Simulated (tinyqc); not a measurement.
Worked calculation: dopants and charged point defects at anneal temperature: Fermi-level effect, clustering and pairing. Computed by tinyqc, a small Python program that keeps every step. Command: `OMP_NUM_THREADS=1 python tinyqc.py 3006337 3006338 out.jsonl pairing walk`. One thread of a shared host (Intel(R) Xeon(R) Processor @ 2.30GHz), about 0.03 s of CPU time with the checks. Intermediate numbers are printed to about 6 digits and carried at full precision; extremes and crossings named in words are read from the listed rows.

Boltzmann statistics and full ionisation of active dopants. Energies are counted from the valence band; the defect (a vacancy or self-interstitial) has five charge states, with all degeneracy factors one.

Inputs (values chosen for the exercise, with bands modelled on germanium):
```
quantity                                         value    unit
gap at 0 K E_g0                                   0.75      eV
Varshni alpha                                 0.000492    eV/K
Varshni beta                                       244       K
electron mass m_e                                0.225     m_0
valleys M_c                                          4       -
hole mass m_h                                    0.333     m_0
anneal temperature T                               880       K
total dopant density N                         8.6e+19   cm^-3
formation enthalpy of the neutral defect H_f      2.97      eV
formation entropy S_f                              7.1     k_B
site density N_s                               3.8e+22   cm^-3
intrinsic dopant diffusivity D_i               2.7e-13  cm^2/s
anneal time t                                      300       s
dopant atoms per cluster k                           4       -
cluster binding energy E_b                        2.02      eV
```

Dopant: donor. Second part: clustering of the dopant.

defect levels as fractions of E_g(T): (2+/+), (+/0), (0/-), (-/2-): 0.09  0.32  0.46  0.89

Constants: m_0 = 9.1093837015e-31 kg; k_B = 1.380649e-23 J/K; h = 6.62607015e-34 J s; k_B = 8.617333262e-05 eV/K.

## The host at the anneal temperature

E_g = E_g0 - alpha T^2/(T + beta). N_c = 2 M_c (2 pi m_e k_B T/h^2)^(3/2) and N_v = 2 (2 pi m_h k_B T/h^2)^(3/2), masses in units of m_0. n_i = sqrt(N_c N_v) exp(-E_g/2 k_B T); E_i = E_g/2 + (k_B T/2) ln(N_v/N_c).

E_g = 0.411028 eV

k_B T = 0.0758325 eV

n_i = 2.40233e+18 cm^-3

E_i = 0.175248 eV

effective density of states N_b of the majority band = 5.38205e+19 cm^-3

## Active and clustered dopant

n = A/2 + sqrt(A^2/4 + n_i^2) for an active density A. k ionised dopants and k carriers form one neutral cluster: C = N_s (A/N_s)^k (n/N_b)^k exp(E_b/k_B T), N_b the effective density of states of the majority band, and N = A + k C (60 bisections in ln A between ln N - 90 and ln N).

active density A = 1.93319e+19 cm^-3

clusters C = 1.66670e+19 cm^-3

active share = 0.224789

78 % of the dopant is lost to clusters.

## Carrier density and Fermi level

chi = n/n_i (for acceptors n_i/p); E_F = E_i + k_B T ln chi; field enhancement h = 1 + A/sqrt(A^2 + 4 n_i^2).

n = 1.96259e+19 cm^-3

chi = 8.16956

E_F = 0.334528 eV

field enhancement h = 1.97048

The doping is 8.05 n_i: extrinsic conditions.

## Charged defects

C_0 = N_s exp(S_f/k_B) exp(-H_f/k_B T). Ratios to the neutral state at E_F = E_i: r_+ = exp((E(+/0) - E_i)/k_B T), r_2+ = r_+ exp((E(2+/+) - E_i)/k_B T), r_- = exp((E_i - E(0/-))/k_B T), r_2- = r_- exp((E_i - E(-/2-))/k_B T); at other E_F state q scales as chi^(-q). The enhancement is sum r_q chi^(-q)/sum r_q. The charge on the defects is left out of neutrality.

neutral defects C_0 = 4.50841e+08 cm^-3

Charge states:
```
state  ratio r  intrinsic (cm^-3)  doped (cm^-3)
2+     0.09075        4.09121e+07    6.12991e+05
+      0.56185        2.53305e+08    3.10059e+07
0      1.00000        4.50841e+08    4.50841e+08
-      0.83335        3.75706e+08    3.06935e+09
2-     0.06752        3.04416e+07    2.03173e+09
```

all defects, doped = 5.58354e+09 cm^-3

enhancement over intrinsic = 4.85017

mean charge = -1.27170 e

Doping leaves the neutral state alone and multiplies the total by 4.85; the most common state is - (in intrinsic material 0).

## Dopant diffusivity

If every charge state of the defect carries the dopant equally well, D = D_i x enhancement x h x (active share A/N, a rough stand-in that overstates the dA/dN which immobile clusters call for), D_i being an input held fixed when T or H_f is moved; diffusion length 2 sqrt(D t).

effective diffusivity D = 5.80053e-13 cm^2/s

D/D_i = 2.14834

diffusion length = 263.830 nm

## Against doping

chi = n/n_i; h = 1 + A/sqrt(A^2 + 4 n_i^2); the dopant diffusivity over its intrinsic value is D/D_i = enhancement x h x A/N, if every charge state carries the dopant equally well.

Trend at the anneal temperature:
```
N (cm^-3)  active A (cm^-3)      chi  defect enhancement  mean charge    D/D_i
7.20e+16        7.20000e+16  1.01510             1.00141     -0.09990  1.01641
2.00e+17        2.00000e+17  1.04249             1.00436     -0.12071  1.04613
5.50e+17        5.50000e+17  1.12100             1.01527     -0.17677  1.13073
1.50e+18        1.50000e+18  1.35980             1.06534     -0.32039  1.38282
4.20e+18        4.19922e+18  2.20209             1.34578     -0.63945  2.23098
1.10e+19        1.04452e+19  4.56690             2.48347     -1.02352  4.50062
3.20e+19        1.61077e+19  6.85102             3.90154     -1.20070  3.84588
8.70e+19        1.93672e+19  8.18402             4.86109     -1.27239  2.13243
2.40e+20        2.24550e+19  9.45296             5.86329     -1.32807  1.08502
```

Well below n_i = 2.40e18 cm^-3 chi and the enhancement are near 1. At any doping d ln(enhancement)/d ln chi equals minus the mean charge, which goes from -0.10 to -1.33 over the rows. Clustering bends A over: its exponent in N falls to 0.15, towards 1/(2k) = 0.125, and D/D_i peaks at N = 1.1e19 cm^-3.

## Activation against anneal temperature

The formulas are those given above.

Equilibrium activation:
```
T (K)  n_i (cm^-3)  active A (cm^-3)  clusters C (cm^-3)  active share
530    3.23871e+16       1.52124e+18         2.11197e+19      0.017689
620    1.48213e+17       3.80281e+18         2.05493e+19      0.044219
700    4.24608e+17       7.10455e+18         1.97239e+19      0.082611
790    1.10219e+18       1.23978e+19         1.84006e+19      0.144160
880    2.40233e+18       1.93319e+19         1.66670e+19      0.224789
970    4.60556e+18       2.76945e+19         1.45764e+19      0.322030
1060   8.01142e+18       3.71038e+19         1.22241e+19      0.431439
```

The active share goes from 0.0177 at 530 K to 0.431 at 1060 K, so a layer activated by a hot, short anneal is metastable and deactivates in later, cooler steps if the dopant can move. Over the first three rows, where most dopant is clustered, a fit of ln A rises with slope 0.290 eV against -1/k_B T, near E_b/(2k) = 0.253 eV plus 0.75 k_B T.

Checks made by the program: conservation of the dopant (relative difference below 1e-10); ratios against Boltzmann factors of formation energies at E_F (relative difference below 1e-10).
